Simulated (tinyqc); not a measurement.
Inputs raised by 10 %, one at a time: ion implantation: universal nuclear stopping, Lindhard-Scharff electronic stopping and a Gaussian range profile. Computed by tinyqc, a small Python program. Command: `OMP_NUM_THREADS=1 python tinyqc.py 3031491 3031492 out.jsonl implant sens`. One thread of a shared host (Intel(R) Xeon(R) Processor @ 2.30GHz), about 0.2 s of CPU time with the checks.

An ion slows by elastic collisions with screened nuclei and by friction with electrons; channelling is ignored and the target is uniform.

Inputs (values chosen for the exercise, modelled on germanium ions in copper):
```
quantity                                 value    unit
ion atomic number Z1                        32       -
ion mass M1                                 74       u
target atomic number Z2                     29       -
target mass M2                           63.55       u
target density N                          84.9  1/nm^3
ion energy E                                39     keV
scale factor of electronic stopping k      1.3       -
dose Q                                 1.2e+14  1/cm^2
displacement energy E_d                     30      eV
```

Method:
- Reduced energy eps = 32.53 M2 E/(Z1 Z2 (M1 + M2)(Z1^0.23 + Z2^0.23)), E in keV; s_n = ln(1 + 1.1383 eps)/(2 (eps + 0.01321 eps^0.21226 + 0.19593 eps^0.5)) for eps up to 30 and ln(eps)/(2 eps) above; S_n = 8.462 Z1 Z2 M1 s_n/((M1 + M2)(Z1^0.23 + Z2^0.23)) in 1e-15 eV cm^2.
- S_e = k 3.83 Z1^(7/6) Z2/(Z1^(2/3) + Z2^(2/3))^(3/2) sqrt(E/M1) in 1e-15 eV cm^2, E in keV.
- Path length R = int_0^E dE'/(N (S_n + S_e)); energy lost to nuclei nu = int_0^E S_n/(S_n + S_e) dE' (both with E' = E y^3 and 64 Gauss-Legendre points in y).
- Estimates of Lindhard type: R_p = R/(1 + M2/(3 M1)), straggle dR_p = (2/3) R_p sqrt(M1 M2)/(M1 + M2).
- Kinchin-Pease count with efficiency 0.8: N_d = 0.8 nu/(2 E_d), taking all of nu as damage energy (an upper estimate, as recoils also lose energy to electrons). Spread over a depth R_p + dR_p, displacements per atom = Q N_d/(N (R_p + dR_p)).

Runs; columns: (1) input moved; (2) from; (3) to; (4) projected range R_p (nm); (5) straggle dR_p (nm); (6) energy lost to nuclei nu (keV); (7) displacements per atom:
```
(1)                                        (2)       (3)     (4)     (5)     (6)      (7)
base run                                     -         -  13.424  4.4617  33.427  0.35222
ion energy E (keV)                          39      42.9  14.329  4.7625  36.625  0.36154
scale factor of electronic stopping k      1.3      1.43  13.244  4.4017  32.959  0.35201
dose Q (1/cm^2)                        1.2e+14  1.32e+14  13.424  4.4617  33.427  0.38744
target density N (1/nm^3)                 84.9     93.39  12.203  4.0561  33.427  0.35222
ion atomic number Z1                        32      35.2  12.721  4.2282  33.423  0.37162
target mass M2 (u)                       63.55    69.905  13.484  4.4927  33.262  0.34870
target atomic number Z2                     29      31.9  12.740  4.2344  33.485  0.37176
```

Exponents ln(y'/y) / ln(x'/x):
```
input                                  projected range R_p  straggle dR_p  energy lost to nuclei nu  displacements per atom
ion energy E                                         0.685          0.685                     0.959                   0.274
scale factor of electronic stopping k               -0.142         -0.142                    -0.148                  -0.006
dose Q                                               0.000          0.000                     0.000                   1.000
target density N                                    -1.000         -1.000                     0.000                   0.000
ion atomic number Z1                                -0.564         -0.564                    -0.001                   0.562
target mass M2                                       0.047          0.073                    -0.052                  -0.105
target atomic number Z2                             -0.549         -0.549                     0.018                   0.567
```

Among the inputs moved here: projected range R_p answers most in size to target density N (exponent -1.000), next to ion energy E (+0.685); its exponent is below 0.0005 for dose Q. Its exponent -1.000 in target density N: range is inverse to density. Straggle dR_p answers most in size to target density N (exponent -1.000), next to ion energy E (+0.685); its exponent is below 0.0005 for dose Q. energy lost to nuclei nu answers most in size to ion energy E (exponent +0.959), next to scale factor of electronic stopping k (-0.148); its exponent is below 0.0005 for dose Q, target density N. displacements per atom answers most in size to dose Q (exponent +1.000), next to target atomic number Z2 (+0.567); its exponent is below 0.0005 for target density N. Its exponent +1.000 in dose Q: cascades are counted independently.

Caution (all rows): above a few tenths of a displacement per atom cascades overlap, so the count overstates new damage; heavy ions turn silicon and germanium amorphous at such levels, while light ions such as boron and metal targets anneal much of the damage.
